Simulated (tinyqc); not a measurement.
Time-dependent dielectric breakdown: cell percolation, Weibull statistics, area scaling and voltage extrapolation: one step, computed by the program tinyqc. Command: `OMP_NUM_THREADS=1 python tinyqc.py 3026870 3026871 out.jsonl tddb walk`. One thread of a shared host (Intel(R) Xeon(R) Processor @ 2.30GHz), about 0.01 s of CPU time with the checks.

The oxide is divided into columns of area a^2, each holding m = t_ox/a cells (m is taken as continuous). A share lambda(t) = (t/t_1)^alpha of the cells is defective, and a column whose cells are all defective breaks down.

Question. Fitting the sample. W = ln(-ln(1 - F_i)) with the median ranks F_i. Least squares in W: W = beta ln t - beta ln t63. Maximum likelihood: solve sum t^b ln t/sum t^b - 1/b = mean of ln t for b, then t63 = (mean of t^b)^(1/b).

Weibull plot:
```
i     t (s)        F_i      ln t          W
1   19.3942  0.0833333  2.964972  -2.441716
2   59.0140  0.2023810  4.077774  -1.486671
3   63.7484  0.3214286  4.154943  -0.947354
4   90.8073  0.4404762  4.508739  -0.543574
5   93.3228  0.5595238  4.536064  -0.198574
6  108.3783  0.6785714  4.685628   0.126615
7  118.0918  0.7976190  4.771463   0.468505
8  129.1775  0.9166667  4.861187   0.910235
```

Give: slope by least squares; t63 by least squares; slope by maximum likelihood; t63 by maximum likelihood.

Answer.

slope by least squares = 1.682

t63 by least squares = 102.1 s

slope by maximum likelihood = 2.808

t63 by maximum likelihood = 95.39 s

Caution: t_1 is an input here; in a real oxide it changes with thickness at fixed voltage.
